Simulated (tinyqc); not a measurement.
Raising the sheet density: inversion layer as a triangular well, valleys of the Ge type.

Four ellipsoidal valleys (eight halves) with their long axes along <111>, mass ml along the axis and mt across it. For a valley whose axis makes the angle theta with the surface normal, 1/m_z = cos^2(theta)/ml + sin^2(theta)/mt sets the confinement; in the plane the masses are m_1 = mt and m_2 = ml mt/m_z, and m_d = sqrt(m_1 m_2). The Gamma and Delta valleys are left out; the heavy Delta valleys, about 0.18 eV up, can lie lowest under strong confinement.

The field is taken as constant, e F = 4 pi (e^2/4 pi eps0)(Nd + eta Ns)/eps, with 1e12/cm^2 = 1e-4/angstrom^2, and the oxide as a hard wall at z = 0; c = hbar^2/2m0.

Level j of a valley lies at E_j = a_j (c (e F)^2/m_z)^(1/3) above the band edge at the surface, with the Airy zeros a_j = 2.338107, 4.087949, 5.520560, 6.786708, 7.944134, 9.022651, 10.040174, 11.008524, 11.936016, 12.828777, and has <z> = 2 E_j/(3 e F).

Subband i holds n_i = g m_d/(2 pi c) kB T ln(1 + exp((EF - E_i)/kB T)) (spin included), and EF is fixed by sum n_i = Ns over the levels listed or, where none are listed, over j = 0 to 9 of each group; 1e12/cm^2 = 1e-4/angstrom^2.

Constants: hbar^2/2m0 = 3.80998211 eV angstrom^2; e^2/(4 pi eps0) = 14.39964547 eV angstrom; kB = 8.617333262e-05 eV/K.

Inputs chosen for the exercise (near those of Ge; shifted at random, so the results belong to these values and not to a real crystal):
- ml = 1.613 m0 (longitudinal mass)
- mt = 0.082 m0 (transverse mass)
- eps = 15.7 (dielectric constant)
- Nd = 0.21 x 1e12/cm^2 (depletion charge)
- eta = 0.5 (share of Ns in the effective field)
- face = 100 (surface)
- T = 300 K (temperature)
- Nss = (0.5, 1, 2, 4, 7, 10, 14) x 1e12/cm^2 (sheet densities)

Valleys (masses in m0):

| valleys g | cos^2(theta) | m_z | m_1 | m_2 | m_d |
|---|---|---|---|---|---|
| 4 | 0.33333 | 0.11995 | 0.08200 | 1.10267 | 0.30070 |

The field, the ladders and EF anew for each Ns.

Results:

| Ns (1e12/cm^2) | F (MV/cm) | lowest E (eV) | next - lowest (meV) | EF - lowest (meV) | share of lowest (%) | <z> (angstrom) |
|---|---|---|---|---|---|---|
| 0.5 | 0.053 | 0.0485 | 36.3 | -92.1 | 72.7 | 78.8 |
| 1.0 | 0.082 | 0.0648 | 48.5 | -70.3 | 83.1 | 61.1 |
| 2.0 | 0.139 | 0.0924 | 69.2 | -48.6 | 92.3 | 47.0 |
| 4.0 | 0.255 | 0.1381 | 103.4 | -27.0 | 97.8 | 36.8 |
| 7.0 | 0.428 | 0.1951 | 146.0 | -8.9 | 99.5 | 30.5 |
| 10.0 | 0.600 | 0.2446 | 183.1 | 3.8 | 99.9 | 27.2 |
| 14.0 | 0.831 | 0.3038 | 227.4 | 17.1 | 100.0 | 24.4 |

Levels scale as F^(2/3): the field grows by 15.67 and the lowest level by 6.26. The layer thins from 78.8 to 24.4 angstrom. EF passes the lowest edge between 7 and 10 e12/cm^2. The share of the lowest subband rises throughout: the spacing grows faster than the band fills. From 10 e12/cm^2 on the lowest level exceeds 0.2 eV, where the Delta valleys, about 0.18 eV up in the bulk and with a confinement energy of their own, begin to come within reach.

tinyqc: `OMP_NUM_THREADS=1 python tinyqc.py 1251451 1251452 out.jsonl`; about 0.02 s, one thread, shared Intel(R) Xeon(R) Processor @ 2.30GHz.
